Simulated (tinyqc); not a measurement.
Inside a calculation. Model: MOSFET in saturation, small-signal circuit and noise.

Computed by the program tinyqc: `OMP_NUM_THREADS=1 python tinyqc.py 2150136 2150137 out.jsonl`, one thread of a shared Intel Xeon 2.30GHz, about 0.01 s for the whole run. Printed values are rounded.

Bias by the inversion coefficient IC = I/Ispec (charge-based model with velocity saturation; weak inversion below 0.1, strong above 10). Common-source circuit: gm, gds, Cgs, Cgd and Cj at the inner nodes, Rg in series with the gate; quasi-static, no source or drain resistance, no gate-body capacitance, no substrate network, no induced gate noise, so fmax is an upper estimate.

Values chosen for this exercise: temperature T = 300 K; gate length L = 40 nm; total gate width W = 5 um; gate capacitance Cox = 1.62 uF/cm^2; mobility mu = 120 cm^2/(V s); slope factor n = 1.37; velocity-saturation length Ls = 20 nm; ratio gds/gm sg = 0.1; overlap and fringe capacitance per side Cov = 0.35 fF/um; drain junction capacitance Cj = 0.45 fF/um; sheet resistance of the gate Rsh = 5 ohm; finger width Wf = 2 um; gate contact and vertical resistance Rc = 100 ohm um; inversion coefficient IC = 2.3; short-channel excess of the noise factor gw = 0.09; oxide trap density Nt = 7.7e17 cm^-3 eV^-1; tunnelling length into the oxide lt = 0.1 nm; Coulomb scattering coefficient ac = 1000 V s/C; signal frequency f = 1 GHz.

Constants: q = 1.602176634e-19 C, kB = 1.380649e-23 J/K, Vt = kB T/q. Results are converted to the units shown.

Range of the model: fmax exceeds 4 fT, where channel resistance and substrate losses, left out here, would cap it.

## Current, transconductance and gain

Ispec = 2 n mu Cox (W/L) Vt^2, lc = Ls/L, gms = [sqrt((lc IC + 1)^2 + 4 IC) - 1]/[2 + lc (lc IC + 1)], gm = gms Ispec/(n Vt), gds = sg gm.

Ispec = 44.4985 uA
I = 102.346 uA
gms = 0.883858
gm = 1.11049 mS
gds = 0.111049 mS
gm/I = 10.8503 1/V

gm/I is 38.4 % of its weak-inversion limit 1/(n Vt); without velocity saturation (lc = 0) gms would be 1.10.

## Capacitances, gate resistance and cut-off frequencies

qs = [sqrt(1 + 4 IC) - 1]/2, Cgs = Cox W L qs (2 qs + 3)/(3 (qs + 1)^2) + Cov W, Cgd = Cov W, Cd = Cj W, Rg = Rsh (Wf/L)/(12 Nf) + Rc/W with Nf = W/Wf fingers (not rounded) contacted at both ends. fT = gm/(2 pi (Cgs + Cgd)), fmax = fT/(2 sqrt(Rg (gds + 2 pi fT Cgd))).

Cgs = 3.14932 fF
Cgd = 1.75 fF
Cd = 2.25 fF
Rg = 28.3333 ohm
fT = 36.0742 GHz
fmax = 150.388 GHz

Overlap and fringe make up 71.4 % of the gate capacitance; fmax is 4.17 times fT.

## Admittance matrix

Inner admittances at w = 2 pi f: y11 = i w (Cgs + Cgd), y12 = -i w Cgd, y21 = gm - i w Cgd, y22 = gds + i w (Cgd + Cd). Invert to Z, add Rg to Z11 and invert back to Y.

inner y (mS):
```
                  1                 2
1  0.00000+0.03078i  0.00000-0.01100i
2  1.11049-0.01100i  0.11105+0.02513i
```

Y with Rg (mS):
```
                  1                  2
1  0.00003+0.03078i  -0.00001-0.01100i
2  1.11047-0.01196i   0.11105+0.02548i
```

## Current gain and unilateral power gain

|h21| = |Y21/Y11|; U = |Y21 - Y12|^2/(4 [Re Y11 Re Y22 - Re Y12 Re Y21]). Extrapolated at 20 dB a decade: f |h21| and f sqrt(U).

|h21| = 36.0760
U = 22616.5
f |h21| = 36.0760 GHz
f sqrt(U) = 150.388 GHz

f |h21| is within 0.01 % of the formula for fT, and f sqrt(U) within 0.01 % of that for fmax.

## Noise at the gate

Channel noise Sid = 4 kB T gam n gm with gam = (1/2 + (2/3) qs)/(1 + qs) + gw lc IC, qs = [sqrt(1 + 4 IC) - 1]/2, lc = Ls/L (the last term an empirical rise with velocity saturation); at the gate, white noise Sw = Sid/gm^2 + 4 kB T Rg. Number fluctuation with correlated mobility: S(f) = K/f, K = q^2 Vt lt Nt/(W L Cox^2) (1 + ac mu Cox I/gm)^2, Vt in eV with Nt per eV. Corner fc = K/Sw. Full shot noise would be 2 q I.

gam = 0.690683
Sid = 1.74091e-23 A^2/Hz
Sid/(2 q I) = 0.530840
sqrt(Sw) = 3.81925 nV/Hz^0.5
K = 1.00872e-9 V^2
fc = 69.1533 MHz

The gate resistance gives 3.2 % of the white noise power.
